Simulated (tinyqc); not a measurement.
# MOS capacitor on a p-type substrate, surface potential from the exact charge relation: Capacitance-voltage curves

Uniform p-type substrate, Boltzmann statistics, full ionisation, classical densities. psi is the surface potential against the body (positive when the bands bend down) and u = psi/Vt. Traps are spread evenly over the gap and neutral at flat band, so their charge is -q Dit psi; the minority quasi-Fermi level is shifted by Vb.

ni = sqrt(Nc Nv) exp(-Eg/(2 Vt)), Eg in volts; phiF = Vt ln(N/ni); Cox = eps0 eox/tox; Vfb = phiM - chi - (Eg - Vt ln(Nv/N)) - q Nf/Cox; Q0 = sqrt(2 eps0 eps_r q N Vt); r = (ni/N)^2 exp(-Vb/Vt); VT = Vfb + [(2 phiF + Vb)(1 + q Dit/Cox) + sqrt(2 eps0 eps_r q N (2 phiF + Vb))/Cox]. u = psi/Vt; F^2 = exp(-u) + u - 1 + r (exp(u) - u - 1); Qs = -sign(u) Q0 F; Cs = -dQs/dpsi = (Q0/Vt) |1 - exp(-u) + r (exp(u) - 1)|/(2 F). psi solves Vg = Vfb + psi + (q Dit psi - Qs)/Cox. Low frequency: 1/C_LF = 1/Cox + 1/(Cs + q Dit). High frequency, in the simple estimate in which traps and minority carriers do not follow: 1/C_HF = 1/Cox + 1/Cd, Cd being Cs with r = 0 at the same psi. Deep depletion: r = 0 and Dit = 0 both in the equation for psi and in Cs. Minority sheet density N_inv = (Q0/(2 q)) int_0^u r (exp(t) - 1)/F(t) dt for u > 0. N_inv under 1 cm^-2 is printed as 0. Regimes: accumulation when majority carriers gather, then depletion up to |psi| = phiF + Vb, weak inversion up to 2 phiF + Vb, strong inversion beyond.

Values chosen for this exercise; band and dielectric values close to those of gallium nitride:
- T = 450 K (temperature)
- Eg = 3.46 eV (band gap)
- eps_r = 9.64 (relative permittivity)
- Nc = 4.21e18 cm^-3 (conduction-band density of states at T)
- Nv = 8.54e19 cm^-3 (valence-band density of states at T)
- chi = 4.1 eV (electron affinity)
- N = 4.5e16 cm^-3 (acceptor density of the substrate)
- eox = 3.9 (relative permittivity of the gate insulator (close to silicon dioxide))
- tox = 1.7 nm (insulator thickness)
- phiM = 4.21 eV (gate work function)
- Nf = 0 cm^-2 (fixed charge at the interface, in units of q)
- Dit = 0 cm^-2 eV^-1 (density of interface traps)
- Vb = 0 V (reverse bias of the inversion layer against the body)

Constants: q = 1.602176634e-19 C, kB = 1.380649e-23 J/K, Vt = kB T/q, eps0 = 8.8541878128e-14 F/cm where lengths are in cm. Results are converted to the units shown.

Result of one run:
```
psi (V)  C_LF/Cox  C_HF/Cox  C_deep/Cox  N_inv (cm^-2)          regime
1.570     0.02159   0.02159     0.02159              0  weak inversion
```

Which gate voltage against the body Vg gave this result: -2.36, -1.42, -0.95 or -0.48 V?

Vg = -1.42 V.

The whole series:
```
Vg (V)  psi (V)  C_LF/Cox  C_HF/Cox  C_deep/Cox  N_inv (cm^-2)            regime
-3.78   -0.2872    0.8494    0.8494      0.8494              0      accumulation
-3.31   -0.1654    0.5452    0.5452      0.5452              0      accumulation
-2.83    0.2050   0.06244   0.06244     0.06244              0         depletion
-2.36    0.6544   0.03363   0.03363     0.03363              0         depletion
-1.89     1.111   0.02570   0.02570     0.02570              0         depletion
-1.42     1.570   0.02159   0.02159     0.02159              0    weak inversion
-0.95     2.030   0.01898   0.01898     0.01898              0    weak inversion
-0.48     2.492   0.01714   0.01714     0.01714        2.198e4    weak inversion
0         2.964   0.02316   0.01572     0.01572        3.861e9    weak inversion
0.47      3.241    0.7656   0.01503     0.01462       2.401e12  strong inversion
0.94      3.313    0.8963   0.01487     0.01372       7.449e12  strong inversion
```

C_LF/Cox is lowest, 0.0171, at Vg = -0.48 V (weak inversion) among the rows listed and is 0.896 in the last row, where C_HF/Cox is 0.0149 and the deep-depletion value 0.0137. Vfb = -3.06 V, where C_HF/Cox = 0.164 (Cox in series with eps0 eps_r/LD), and VT = 0.0285 V. Over the last two rows psi moves by only 0.15 V a volt of gate bias, since the inversion charge screens the body. In strong accumulation and inversion degeneracy and confinement, left out here, lower the capacitance.

tinyqc, about 0.01 s, one thread, Intel Xeon 2.30GHz (shared host): `OMP_NUM_THREADS=1 python tinyqc.py 2060073 2060074 out.jsonl`
